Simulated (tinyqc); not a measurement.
# Read current of a NAND string, cells in series solved by shooting, step by step

Numbers from tinyqc (`OMP_NUM_THREADS=1 python tinyqc.py 2142238 2142239 out.jsonl`; about 0.5 s on one thread of a shared Intel Xeon 2.30GHz). Printed values are rounded.

Cells in series, numbered from 0 at the source line (0 V) to the bit line, each followed by a gap resistance Rg. A cell with gate Vg, threshold VT, source Vs and drain Vd passes I = 2 nf K Vt^2 [F(Vs) - F(Vd)]/(1 + th max(Vg - VT, 0)), F(V) = ln^2(1 + exp((Vg - VT - nf V)/(2 nf Vt))). The selected cell has Vg = Vr, the others Vg = Vp.

Inputs (values chosen for the exercise); values of the order met in vertical NAND strings:

| symbol | value | unit | meaning |
|---|---|---|---|
| T | 300 | K | temperature |
| K | 7.4 | uA/V^2 | gain factor of a cell |
| nf | 1.9 |  | slope factor |
| th | 0.14 | 1/V | mobility reduction factor |
| Rg | 11 | kohm | resistance of the gap between cells |
| Vbl | 0.5 | V | bit-line voltage |
| Vp | 7.9 | V | pass voltage |
| Vr | 2.35 | V | read voltage on the selected word line |

Constants: q = 1.602176634e-19 C, kB = 1.380649e-23 J/K, Vt = kB T/q. Results are converted to the units shown.

## Step 1: node voltages for a trial current

first trial current = 0.64 uA
thresholds from the source end, cell 0 to 4 (V): [1.6, -1.6, -1.6, 4.5, -1.6]

For a trial current I start at 0 V and, cell by cell (the selected one is cell 0), solve for the drain: sqrt(F(Vd)) = sqrt(F(Vs) - I/k), k = 2 nf K Vt^2/(1 + th max(Vg - VT, 0)), Vd = [Vg - VT - 2 nf Vt ln(exp(sqrt F) - 1)]/nf, then add I Rg.

node voltage after each cell and gap, trial 1, cell 0 to 4 (V): [0.167298, 0.196334, 0.225504, 0.276110, 0.305655]

## Step 2: node voltages for a trial current

second trial current = 0.85 uA

As before.

node voltage after each cell and gap, trial 2, cell 0 to 4 (V): [0.257962, 0.297110, 0.336508, 0.408628, 0.448760]

## Course of the secant iteration

Secant steps on the end voltage less Vbl, from the two trials; a trial above the saturation current of a cell has no solution and is moved halfway to the previous trial. Stop below 1e-9 V.

Course of the iteration:
```
iteration    I (uA)  end voltage - Vbl (V)  halvings
1          0.925192                 0.0229         0
2          0.901989               -3.10e-3         0
3          0.904757               -1.98e-4         0
4          0.904946                1.68e-6         0
5          0.904945              -9.10e-10         0
```

Converged in 5 iterations to I = 0.90494 uA. The selected cell takes 56.8 % of the bit-line voltage and the gaps together 9.95 %.
